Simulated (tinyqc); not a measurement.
# Hot electrons in a saturated n-channel MOSFET, lucky-electron model: what changes with what

Beyond pinch-off the lateral field grows as Esat cosh(y/l) over the velocity-saturated region (pseudo-two-dimensional model). Impact ionisation in this region gives the substrate current, which biases the body forward through Rsub. Currents are per width. Local-field laws: they overstate ionisation when the field peak is narrower than an energy relaxation length.

Parameters, values chosen for the exercise; values close to those of silicon n-channel devices:
```
symbol,value,unit,meaning
L,0.35,um,channel length
tox,6.6,nm,oxide thickness
xj,110,nm,junction depth
VT,0.69,V,threshold
mu,370,cm^2/(V s),effective mobility
vs,9.3e6,cm/s,saturation velocity
Ai,2e6,1/cm,ionisation prefactor
Bi,1.72,MV/cm,ionisation field
Rd,400,ohm um,resistance of the lightly doped drain
Rsub,2900,ohm um,substrate resistance
kb,0.25,,fall of VT per volt of forward body bias
m,3.1,,lifetime exponent
Hl,650,s uA/um,lifetime constant
Vd,2.9,V,drain voltage
Vg,1.9,V,gate voltage
```

Constants: eps0 = 8.8541878128e-14 F/cm where lengths are in cm. Results are converted to the units shown.

Each table varies one quantity; the others keep the values above.

## Effect of the gate voltage

Cox = 3.9 eps0/tox, l = sqrt(3 tox xj), Esat = 2 vs/mu. Overdrive g = Vg - VT + kb Vb; Vdsat = g Esat L/(g + Esat L); Id = Cox vs (g - Vdsat); dV = Vd - Id Rd - Vdsat; Em = sqrt((dV/l)^2 + Esat^2); Isub = Id (Ai/Bi) l Em exp(-Bi/Em). Vb = Rsub Isub is solved self-consistently. Lifetime tau = (Hl/Id)(Isub/Id)^(-m); 1 year = 3.15576e7 s.

Result of one run:
```
Vg (V),Id (uA/um),Em (MV/cm),Isub (uA/um),Isub/Id,tau (years)
1.1,38.30,0.5487,4.962,0.1295,3.035e-4
```

What becomes of these results when the gate voltage Vg is changed from 1.1 to 2.38 V, all else the same?

Result of the changed run:
```
Vg (V),Id (uA/um),Em (MV/cm),Isub (uA/um),Isub/Id,tau (years)
2.38,406.2,0.4045,12.69,0.03124,0.002352
```

The whole series:
```
Vg (V),Id (uA/um),Em (MV/cm),Isub (uA/um),Isub/Id,tau (years)
0.84,5.788,0.5933,1.026,0.1773,7.590e-4
1.1,38.30,0.5487,4.962,0.1295,3.035e-4
1.35,89.05,0.5127,8.649,0.09713,3.187e-4
1.61,156.0,0.4805,11.34,0.07269,4.469e-4
1.87,233.4,0.4521,12.76,0.05467,7.225e-4
2.13,318.6,0.4268,13.11,0.04115,0.001276
2.38,406.2,0.4045,12.69,0.03124,0.002352
2.64,502.0,0.3831,11.71,0.02333,0.004705
2.9,601.6,0.3631,10.39,0.01727,0.009967
```

As Vg goes from 0.84 to 2.9 V, Em falls from 0.593 to 0.363 MV/cm, Isub goes from 1.03 through a maximum of 13.1 (at Vg = 2.13 V among the rows listed) to 10.4 uA/um and tau goes from 7.59e-4 through a minimum of 3.04e-4 (at Vg = 1.1 V among the rows listed) to 0.00997 years. Id grows with Vg while the rising Vdsat lowers the field, hence the bell shape; the peak row has Vg/Vd = 0.73. For Vg = 0.84 to 1.1 V Isub/Id passes 0.1, where multiplication of the secondary carriers, left out here, counts.

## Effect of the junction depth

Same model as above.

Effect of the junction depth:
```
xj (nm),Id (uA/um),Em (MV/cm),Isub (uA/um),Isub/Id,tau (years)
44,252.0,0.7028,52.59,0.2087,1.052e-5
60,247.9,0.6041,34.83,0.1405,3.647e-5
81,245.0,0.5217,22.01,0.08987,1.474e-4
110,242.9,0.4491,12.85,0.05290,7.685e-4
150,241.5,0.3858,6.840,0.02833,0.005360
200,240.7,0.3353,3.492,0.01451,0.04278
280,240.2,0.2847,1.409,0.005864,0.7110
```

Read the table: what changes, and by how much?

As xj goes from 44 to 280 nm, Em falls from 0.703 to 0.285 MV/cm, Isub falls from 52.6 to 1.41 uA/um and tau rises from 1.05e-5 to 0.711 years. From the first row to the last, log10(tau) changes by 4.8: 4.8 from (Isub/Id)^(-m), which holds Em and l, and 0.021 from 1/Id. For xj = 44 to 60 nm Isub/Id passes 0.1, where multiplication of the secondary carriers, left out here, counts.

## Effect of the channel length

Same model as above.

Effect of the channel length:
```
L (um),Id (uA/um),Em (MV/cm),Isub (uA/um),Isub/Id,tau (years)
0.17,353.0,0.4857,26.96,0.07639,1.693e-4
0.25,293.7,0.4661,18.55,0.06316,3.670e-4
0.35,242.9,0.4491,12.85,0.05290,7.685e-4
0.49,195.6,0.4331,8.664,0.04429,0.001655
0.7,151.5,0.4180,5.615,0.03705,0.003715
0.99,115.6,0.4057,3.668,0.03173,0.007879
1.4,86.61,0.3957,2.407,0.02780,0.01585
```

Read the table: what changes, and by how much?

As L goes from 0.17 to 1.4 um, Em falls from 0.486 to 0.396 MV/cm, Isub falls from 27.0 to 2.41 uA/um and tau rises from 1.69e-4 to 0.0158 years. From the first row to the last, log10(tau) changes by 2.0: 1.4 from (Isub/Id)^(-m), which holds Em and l, and 0.61 from 1/Id. At L = 0.17 um the saturated region takes over 60 % of L, so using the full L in Vdsat is rough.

tinyqc, about 0.01 s, one thread, Intel Xeon 2.30GHz (shared host): `OMP_NUM_THREADS=1 python tinyqc.py 2550023 2550024 out.jsonl`
